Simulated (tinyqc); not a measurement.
Size effects in the resistivity of thin metal films and interconnect lines. From one set of inputs to another, one input at a time. Computed by tinyqc, a small Python program. Command: `OMP_NUM_THREADS=1 python tinyqc.py 3011740 3011741 out.jsonl size ladder`. One thread of a shared host (Intel(R) Xeon(R) Processor @ 2.30GHz), about 0.01 s of CPU time with the checks.

Electrons lose their drift at surfaces (a share 1 - p of the hits) and at grain boundaries (reflection R), besides bulk scattering.

The inputs printed are set A. Set A is modelled on cobalt; the values taken over come from a set modelled on platinum. Inputs not listed in the table keep their values of set A, so the rows need not describe a real material.

Inputs (values chosen for the exercise, modelled on cobalt):

| quantity | value | unit |
|---|---|---|
| bulk resistivity rho_b | 6.03 | microohm cm |
| bulk mean free path lambda | 11.8 | nm |
| specularity p | 0 | - |
| grain-boundary reflection R | 0.22 | - |
| film thickness h | 40 | nm |
| grain size over thickness | 1.5 | - |

Geometry: film.

Method:
- D = (ratio) h.
- Mayadas-Shatzkes: alpha = (lambda/D) R/(1 - R); rho_b/rho = 1 - 3 alpha/2 + 3 alpha^2 - 3 alpha^3 ln(1 + 1/alpha).
- Fuchs-Sondheimer film: rho_b/rho = 1 - (3/(2 kappa))(1 - p) int_0^1 (s - s^3)(1 - exp(-kappa/s))/(1 - p exp(-kappa/s)) ds, f = rho/rho_b, kappa = thickness/lambda, 80 Gauss-Legendre points.
- Both together (Mayadas-Shatzkes film): rho_b/rho = (rho_b/rho of the grains alone) - (6/(pi kappa))(1 - p) int_0^(pi/2) dphi int_0^1 ds (cos^2 phi/H^2)(s - s^3)(1 - exp(-kappa H/s))/(1 - p exp(-kappa H/s)), H = 1 + alpha/(cos phi sqrt(1 - s^2)), 40 x 80 Gauss-Legendre points.
- Sheet resistance rho/h; additive estimate rho_b (f_surface + f_grain - 1).

Each row keeps all changes above it:

| input moved | from | to | resistivity rho (microohm cm) | sheet resistance (ohm) | rho/rho_b from surfaces |
|---|---|---|---|---|---|
| set A | - | - | 7.249 | 1.812 | 1.1236 |
| grain size over thickness | 1.5 | 0.56 | 8.030 | 2.007 | 1.1236 |
| bulk resistivity rho_b (microohm cm) | 6.03 | 10.9 | 14.514 | 3.629 | 1.1236 |
| film thickness h (nm) | 40 | 6.6 | 32.756 | 49.631 | 1.8234 |
| bulk mean free path lambda (nm) | 11.8 | 7.59 | 25.000 | 37.878 | 1.5332 |
| grain-boundary reflection R | 0.22 | 0.48 | 43.792 | 66.351 | 1.5332 |

Where does the difference come from?

Resistivity rho goes from 7.25 to 43.8, a factor 6.04 in all. The largest single move comes from film thickness h (a factor 2.26), and bulk mean free path lambda works against it (a factor 0.763). Sheet resistance goes from 1.81 to 66.4, a factor 36.6 in all. The largest single move comes from film thickness h (a factor 13.7), and bulk mean free path lambda works against it (a factor 0.763). rho/rho_b from surfaces goes from 1.12 to 1.53, a factor 1.36 in all. The largest single move comes from film thickness h (a factor 1.62), and bulk mean free path lambda works against it (a factor 0.841). The single moves hold for this order of the switches; the total does not depend on the order.

Extremes, crossings and ranges named in words are read from the listed rows.
